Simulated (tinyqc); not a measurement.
Changing the trap depth x from the interface: oxide trap near a transistor channel: two-state multiphonon kinetics, telegraph noise and bias instability. Computed by tinyqc, a small Python program. Command: `OMP_NUM_THREADS=1 python tinyqc.py 3014314 3014315 out.jsonl oxidetrap sweep`. One thread of a shared host (Intel(R) Xeon(R) Processor @ 2.30GHz), about 0.01 s of CPU time with the checks.

An n-channel device under positive gate bias. The trap is empty (state 1) or holds an electron (state 2); both states are parabolas of equal curvature, and the electron reservoir is taken at the Fermi level of the channel.

Inputs (values chosen for the exercise, with an insulator like HfO2 on silicon):
```
quantity                                value   unit
insulator constant eps_ox                21.3      -
insulator thickness t_ox                  4.5     nm
tunnel barrier phi_b                     1.57     eV
tunnelling mass m_ox                     0.22    m_0
trap level above E_F at zero field E_t    0.3     eV
relaxation energy E_R                     1.6     eV
oxide field F                             2.4  MV/cm
attempt rate k_0 at the interface       4e+12    1/s
temperature T                             300      K
channel width W                           260     nm
channel length L                           87     nm
frequency f                              4000     Hz
```

Parts treated: one trap.

Constants: hbar^2/(2 m_0) = 3.80998212 eV angstrom^2; k_B = 8.617333262e-05 eV/K; e = 1.602176634e-19 C; eps_0 = 8.8541878128e-12 F/m.

Method:
- kappa = sqrt(2 m_ox phi_b)/hbar = sqrt(m_ox phi_b/(hbar^2/2m_0)); attenuation length lambda = 1/(2 kappa); factor exp(-x/lambda) for a rectangular barrier.
- E_21 = E_t - e F x is the energy of state 2 over state 1; barriers E_c = (E_R + E_21)^2/(4 E_R), E_e = E_c - E_21; tau_c = exp(E_c/k_B T)/(k_0 P), tau_e = exp(E_e/k_B T)/(k_0 P), P the tunnelling factor; occupation f_2 = tau_e/(tau_c + tau_e); 1/tau_0 = 1/tau_c + 1/tau_e.
- Charge-sheet step dV = e (t_ox - x)/(eps_ox eps_0 W L); Lorentzian spectrum S(f) = 4 dV^2 tau_0^2/((tau_c + tau_e)(1 + (2 pi f tau_0)^2)); corner 1/(2 pi tau_0); variance dV^2 f_2 (1 - f_2) = dV^2 tau_0/(tau_c + tau_e).

One run for each value; columns: (1) trap depth x from the interface (nm); (2) capture time tau_c (s); (3) emission time tau_e (s); (4) threshold step dV (mV); (5) tunnelling factor; (6) occupation f_2:
```
(1)       (2)         (3)      (4)         (5)         (6)
0.30  0.00090  1.3291e-07  0.15774  1.6422e-01  1.4781e-04
0.71  0.00128  8.5108e-06  0.14234  1.3905e-02  6.6060e-03
1.10  0.00200  4.9595e-04  0.12769  1.3281e-03  1.9900e-01
1.50  0.00352  3.5806e-02  0.11267  1.1943e-04  9.1059e-01
1.90  0.00692  2.8897e+00  0.09765  1.0740e-05  9.9761e-01
2.30  0.01523  2.6069e+02  0.08263  9.6586e-07  9.9994e-01
2.70  0.03747  2.6290e+04  0.06760  8.6858e-08  1.0000e+00
3.10  0.10303  2.9637e+06  0.05258  7.8111e-09  1.0000e+00
```

Over the rows, capture time tau_c (s) rises from 8.99e-4 to 0.103 (exponent d ln y / d ln x 0.41 between the first rows and 7.3 between the last); emission time tau_e (s) rises from 1.33e-7 to 2.96e6 (exponent d ln y / d ln x 4.8 between the first rows and 34 between the last); threshold step dV (mV) falls from 0.158 to 0.0526 (exponent d ln y / d ln x -0.12 between the first rows and -1.8 between the last).

Caution (rows 2.30, 2.70, 3.10): the field lowers the tunnel barrier appreciably over the trap depth, so the rectangular barrier understates the rate.
